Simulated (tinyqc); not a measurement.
Short-channel transistor, virtual-source model with series resistance: effect of the apparent mobility on the on and off currents.

The current per gate width is the charge at the top of the source barrier (the virtual source) times its velocity times a saturation function; al and be are fitting constants of the model. Units: I in uA/um, Rs in ohm um, so I Rs = 1e-6 I Rs in volts; Q in uC/cm^2, so I = 1e-4 Q vx0 Fsat with vx0 in cm/s.

Intrinsic voltages Vg' = Vgs - I Rs, Vd' = Vds - 2 I Rs. n = n0 + nd Vd', VT = VT0 - dl Vd', Ff = 1/(1 + exp((Vg' - VT + al Vt/2)/(al Vt))), Q = Cinv n Vt ln(1 + exp((Vg' - VT + al Vt Ff)/(n Vt))), Vdsat = (vx0 L/mu)(1 - Ff) + Vt Ff, Fsat = u/(1 + u^be)^(1/be) with u = Vd'/Vdsat, and I = Q vx0 Fsat per width. I is solved self-consistently. Ion is I at Vgs = Vds = 0.9 V, Ioff at Vgs = 0, Vds = 0.9 V, and Rlin = Vds/I at Vgs = 0.9 V, Vds = 0.05 V.

Inputs (values chosen for the exercise):
- T = 300 K (temperature)
- Cinv = 1.54 uF/cm^2 (inversion capacitance)
- vx0 = 6.44e6 cm/s (velocity at the virtual source)
- L = 65 nm (channel length)
- VT0 = 0.41 V (threshold at zero drain voltage)
- dl = 0.021 V/V (drain-induced barrier lowering)
- n0 = 1.41 (subthreshold factor)
- nd = 0.1 1/V (growth of n with drain voltage)
- al = 3.5 (threshold shift (in units of Vt) from weak to strong inversion)
- be = 1.6 (sharpness of saturation)
- Rs = 200 ohm um (series resistance of each contact)

Constants: q = 1.602176634e-19 C, kB = 1.380649e-23 J/K, Vt = kB T/q. Results are converted to the units shown.

Effect of the apparent mobility on the on and off currents:
```
mu (cm^2/(V s))  Ion (uA/um)  Ioff (nA/um)  log10(Ion/Ioff)  Rlin (ohm um)
50                    281.43        15.642           4.2551         2139.3
85                    338.92        15.662           4.3353         1432.8
140                   375.96        15.672           4.3800         1035.0
240                   398.74        15.678           4.4054         776.75
410                   409.81        15.681           4.4172         624.71
700                   414.83        15.683           4.4224         534.03
1200                  417.04        15.684           4.4247         479.44
2000                  417.95        15.685           4.4256         448.26
```

Read the table: what changes, and by how much?

As mu goes from 50 to 2000 cm^2/(V s), Ion rises from 281 to 418 uA/um, Ioff stays near 15.7 nA/um and Rlin falls from 2140 to 448 ohm um. Ion changes by a factor of 1.49 and Ioff by 1.00. Below threshold Vdsat is near Vt, so L and mu hardly reach the off current.

Program tinyqc, `OMP_NUM_THREADS=1 python tinyqc.py 2380122 2380123 out.jsonl`; Intel Xeon 2.30GHz, shared host, one thread, about 0.01 s.
